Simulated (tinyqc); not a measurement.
Inside a calculation. Method: RHF in the 6-311g basis, for H2, spin multiplicity 1. One step of it, computed by the program tinyqc.

Task: Orthogonalisation. S = U s U^T; canonical form X = U s^(-1/2), so that X^T S X = 1. Each column of U has its largest component positive (the first on a tie).

overlap S, order 1H 1s, 1H 2s, 1H 3s, 2H 1s, 2H 2s, 2H 3s:
$$\begin{pmatrix}
1.000000 & 0.706377 & 0.373664 & 0.218129 & 0.389766 & 0.300504 \\
0.706377 & 1.000000 & 0.788963 & 0.389766 & 0.687829 & 0.659382 \\
0.373664 & 0.788963 & 1.000000 & 0.300504 & 0.659382 & 0.888701 \\
0.218129 & 0.389766 & 0.300504 & 1.000000 & 0.706377 & 0.373664 \\
0.389766 & 0.687829 & 0.659382 & 0.706377 & 1.000000 & 0.788963 \\
0.300504 & 0.659382 & 0.888701 & 0.373664 & 0.788963 & 1.000000
\end{pmatrix}$$

Give: eigenvalues of S; X.

Result:

eigenvalues of S: [0.0358, 0.1371, 0.2101, 0.8218, 0.9594, 3.8358]

X, order 1H 1s, 1H 2s, 1H 3s, 2H 1s, 2H 2s, 2H 3s:
$$\begin{pmatrix}
0.5954 & -0.9440 & -0.6996 & 0.5882 & 0.6330 & 0.1561 \\
-2.1038 & 1.4398 & 1.0614 & 0.0967 & 0.3307 & 0.2330 \\
3.0327 & -0.8271 & 0.8736 & -0.5030 & 0.1051 & 0.2274 \\
-0.5954 & -0.9440 & 0.6996 & 0.5882 & -0.6330 & 0.1561 \\
2.1038 & 1.4398 & -1.0614 & 0.0967 & -0.3307 & 0.2330 \\
-3.0327 & -0.8271 & -0.8736 & -0.5030 & -0.1051 & 0.2274
\end{pmatrix}$$
